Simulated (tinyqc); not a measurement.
## Two channel transmissions from conductance and noise

Question. A contact has two spin-degenerate channels: G = (2 q^2/h)(T1 + T2), Fano factor F = [T1 (1 - T1) + T2 (1 - T2)]/(T1 + T2), T1 > T2. Find T1 and T2.

G in units of 2 q^2/h = 1.36
Fano factor = 0.24882353

Answer. With g = T1 + T2, T1^2 + T2^2 = g (1 - F), so (T1 - T2)^2 = 2 g (1 - F) - g^2.

T1 = 0.9000
T2 = 0.4600

Numbers from tinyqc (`OMP_NUM_THREADS=1 python tinyqc.py 2740112 2740113 out.jsonl`; about 0.1 s on one thread of a shared Intel Xeon 2.30GHz).
